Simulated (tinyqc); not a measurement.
# Elastic strain and critical thickness of a cubic alloy layer A(1-x)B(x) on a thick substrate, step by step

A worked calculation. Computed by tinyqc, a small Python program that keeps every step. Command: `OMP_NUM_THREADS=1 python tinyqc.py 3019182 3019183 out.jsonl misfit walk`. One thread of a shared host (Intel(R) Xeon(R) Processor @ 2.30GHz), about 0.01 s of CPU time with the checks. Intermediate numbers are printed to about 6 digits and carried at full precision; extremes and crossings named in words are read from the listed rows.

Strain is positive in tension. The layer is coherent with the substrate unless said otherwise.

Inputs (values chosen for the exercise, modelled on Si(1-x)Ge(x) on Si):

| quantity | value | unit |
|---|---|---|
| fraction x of B | 0.34 | - |
| lattice constant a_A | 5.431 | angstrom |
| lattice constant a_B | 5.658 | angstrom |
| substrate lattice constant a_S | 5.431 | angstrom |
| layer thickness h | 16 | nm |
| biaxial modulus of the substrate M_S | 174 | GPa |
| substrate thickness t_S | 350 | micrometre |
| wafer diameter W | 150 | mm |
| X-ray wavelength | 1.540593 | angstrom |
| start of the iteration h0/b | 1000 | - |

Growth plane: (001). Layer: uncapped. Misfit dislocation: edge.

C11, C12, C44 of A (GPa): 166.7  64.16  79.7

C11, C12, C44 of B (GPa): 130.3  48.53  66.78

## Alloy by Vegard's rule, and misfit

a = (1 - x) a_A + x a_B, the same rule for each C_ij; misfit f = (a_S - a)/a, the in-plane strain of the coherent layer.

free lattice constant a = 5.50818 angstrom

elastic constants (GPa): C11 154.3240, C12 58.8458, C44 75.3072

misfit f = -0.0140119

The layer is compressed in the plane by 1.40 %.

## Biaxial strain, stress and energy

(001): D = 2 C12/C11, M = C11 + C12 - 2 C12^2/C11. The free surface carries no normal stress, so e_perp = -D f; dV/V = 2 f + e_perp; stress = M f; energy per area = M f^2 h (1 GPa nm = 1 J/m^2).

ratio D = 0.762627

normal strain e_perp = 0.0106858

volume strain dV/V = -0.0173379

biaxial modulus M = 168.292 GPa

in-plane stress = -2.35809 GPa

strain energy per area = 0.528662 J/m^2

## Symmetric X-ray reflection

Reflection 004: d = a_perp/sqrt(16), with a_perp = a (1 + e_perp) for the coherent layer, a for the relaxed layer and a_S for the substrate; sin(theta) = lambda/(2 d).

Bragg angles:

| crystal | a_perp (angstrom) | theta (degrees) | from substrate (arcsec) |
|---|---|---|---|
| substrate | 5.43100 | 34.5645 | 0.00 |
| coherent layer | 5.56704 | 33.6054 | -3452.79 |
| relaxed layer | 5.50818 | 34.0132 | -1984.60 |

peak separation of the coherent layer = -3452.79 arcsec

The coherent layer lies 1.74 times as far from the substrate peak as a relaxed one, about 1 + D = 1.76: reading its peak as relaxed would overstate the mismatch by that factor.

## Isotropic constants and the prefactor A

Voigt averages: G = (C11 - C12 + 3 C44)/5, B = (C11 + 2 C12)/3, nu = (3 B - 2 G)/(2 (3 B + G)); b = a/sqrt(2). Edge dislocation with b in the interface: cos alpha = 0, cos lambda = 1. Matthews-Blakeslee: h_c = A [ln(h_c/b) + 1], A = b (1 - nu cos^2 alpha)/(8 pi |f| (1 + nu) cos lambda), the factor 8 pi being that of an uncapped layer.

shear modulus G = 64.27996 GPa

Poisson ratio nu = 0.213288

Burgers vector b = 0.389487 nm

prefactor A = 0.911576 nm

## Critical thickness by fixed-point iteration

Start at h0, put the right side back in, and stop when the change is below 1e-9 h or h turns negative.

Iteration:

| step | h in (nm) | h out (nm) | change (nm) |
|---|---|---|---|
| 1 | 389.487 | 7.20852 | -3.82279e+02 |
| 2 | 7.209 | 3.57172 | -3.63679e+00 |
| 3 | 3.572 | 2.93160 | -6.40122e-01 |
| 4 | 2.932 | 2.75157 | -1.80036e-01 |
| 5 | 2.752 | 2.69379 | -5.77744e-02 |
| 6 | 2.694 | 2.67445 | -1.93441e-02 |
| 7 | 2.674 | 2.66788 | -6.56963e-03 |
| ... | ... | ... | ... |
| 15 | 2.664 | 2.66447 | -1.22840e-06 |
| 16 | 2.664 | 2.66447 | -4.20261e-07 |
| 17 | 2.664 | 2.66447 | -1.43781e-07 |
| 18 | 2.664 | 2.66447 | -4.91907e-08 |
| 19 | 2.664 | 2.66447 | -1.68292e-08 |
| 20 | 2.664 | 2.66447 | -5.75766e-09 |
| 21 | 2.664 | 2.66447 | -1.96982e-09 |

critical thickness h_c (Matthews-Blakeslee) = 2.66447 nm

Converged; near the root each step shrinks the error by A/h_c = 0.342. h_c is 6.8 Burgers vectors. Caution: an edge dislocation with b in the interface cannot reach it by glide, so the force balance is formal for it. Caution: a critical thickness of a few Burgers vectors is outside continuum elasticity and hangs on the core term.

## Equilibrium strain at the thickness h

For h > h_c the same force balance gives the strain left, |e| = |f| A [ln(h/b) + 1]/h, and below h_c e = f; relaxation = 1 - e/f; dislocations per length across each line direction = (|f| - |e|)/(b cos lambda).

strain left e = -0.00376442

relaxation = 73.1341 %

dislocation line density = 26.3102 1/micrometre

h is 6.00 h_c: in equilibrium dislocations lie 38.0 nm apart; slow nucleation and glide can keep a real layer more strained.

## Wafer curvature of the coherent layer

Stoney: curvature = 6 |stress| h/(M_S t_S^2); radius = 1/curvature; bow = curvature W^2/8.

curvature = 0.0106206 1/m

radius of curvature = 94.1571 m

bow = 29.8703 micrometre

Caution: the curvature assumes a coherent layer, but h exceeds h_c.

## Force balance against energy balance

People-Bean: h_c = P ln(h_c/b), P = (1 - nu)/(1 + nu) b^2/(16 pi sqrt(2) a f^2). The misfit is scaled by 0.25, 0.4, 0.6, 1, 1.5, 2.2 at fixed a, b and nu; the upper root is taken, and rows with A < 1.3 b or P < 3 b, where the roots shrink to the core size or vanish, are left out.

Critical thickness:

| \|f\| (%) | Matthews-Blakeslee (nm) | People-Bean (nm) | ratio |
|---|---|---|---|
| 0.35030 | 17.5264 | 1718.03 | 98.0248 |
| 0.56048 | 9.5767 | 584.94 | 61.0798 |
| 0.84071 | 5.5578 | 226.21 | 40.7011 |
| 1.40119 | 2.6645 | 65.59 | 24.6181 |
| 2.10178 | 1.3737 | 23.26 | 16.9296 |

The exponents d ln h_c/d ln f are -1.29 and -2.29 between the first rows, steeper than the -1 and -2 of the prefactors because of the logarithm. The ratio falls from 98.0 to 16.9 as the misfit grows. Where People-Bean lies above, a layer between the lines is metastable: dislocations would lower the energy but have to be nucleated. Above about 2 % misfit islands may come first.

Checks made by the program: D and M against the full stiffness tensor (relative difference below 1e-10); h_c against the Lambert function, -A W_(-1)(-b/(A e)) (relative difference 4e-10).
